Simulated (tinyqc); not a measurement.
# Electron continuity equation in a given potential, Scharfetter-Gummel discretisation: three discretisations compared

Steady state in one dimension: J = q mu n E + q D dn/dx with E = -dpsi/dx and D = mu Vt, dJ/dx = 0, fixed densities nL and nR at the ends. The potential is given, psi = U (x/L)^2, and is not changed by the electrons.

10 equal intervals. Fluxes J_i = (q D/h)(n_(i+1) P_i - n_i Q_i), d_i = (psi_(i+1) - psi_i)/Vt: Scharfetter-Gummel P = B(d), Q = B(-d), B(d) = d/(exp(d) - 1); central P = 1 - d/2, Q = 1 + d/2; upwind P = 1 + max(-d, 0), Q = 1 + max(d, 0). Balance at each inner node: J_i - J_(i-1) = 0. The reference is Scharfetter-Gummel on 2000 intervals.

Inputs (values chosen for the exercise); mobility that of a made-up semiconductor:

| symbol | value | unit | meaning |
|---|---|---|---|
| T | 250 | K | temperature |
| mu | 3880 | cm^2/(V s) | electron mobility |
| L | 0.12 | um | length of the region |
| nL | 5.2e14 | cm^-3 | density at x = 0 |
| nR | 0 | cm^-3 | density at x = L |
| U | 0.14 | V | potential difference psi(L) - psi(0) |

Constants: q = 1.602176634e-19 C, kB = 1.380649e-23 J/K, Vt = kB T/q. Results are converted to the units shown.

Densities (cm^-3):

| node | Scharfetter-Gummel | central | upwind | reference |
|---|---|---|---|---|
| 0 | 5.2000e14 | 5.2000e14 | 5.2000e14 | 5.2000e14 |
| 1 | 3.9864e14 | 3.9904e14 | 3.9542e14 | 3.9864e14 |
| 2 | 3.1745e14 | 3.1812e14 | 3.1415e14 | 3.1744e14 |
| 3 | 2.6061e14 | 2.6146e14 | 2.5785e14 | 2.6060e14 |
| 4 | 2.1920e14 | 2.2018e14 | 2.1678e14 | 2.1919e14 |
| 5 | 1.8788e14 | 1.8902e14 | 1.8520e14 | 1.8786e14 |
| 6 | 1.6313e14 | 1.6457e14 | 1.5921e14 | 1.6311e14 |
| 7 | 1.4202e14 | 1.4415e14 | 1.3535e14 | 1.4200e14 |
| 8 | 1.2033e14 | 1.2405e14 | 1.0891e14 | 1.2031e14 |
| 9 | 8.6862e13 | 9.3253e13 | 7.0867e13 | 8.6841e13 |
| 10 | 0 | 0 | 0 | 0 |

What do the numbers show?

Largest errors as a share of the largest reference density listed: Scharfetter-Gummel 0.0047 %, central 1.2 %, upwind 3.1 %. The largest |d| is 1.23. Upwinding stays positive but acts as if D were larger by the factor 1 + |d|/2, up to 1.62 here.

Range of the model: The drift velocity mu E exceeds 1e7 cm/s somewhere, where real mobilities no longer stay constant.

Program tinyqc, `OMP_NUM_THREADS=1 python tinyqc.py 2220003 2220004 out.jsonl`; Intel Xeon 2.30GHz, shared host, one thread, about 0.01 s.
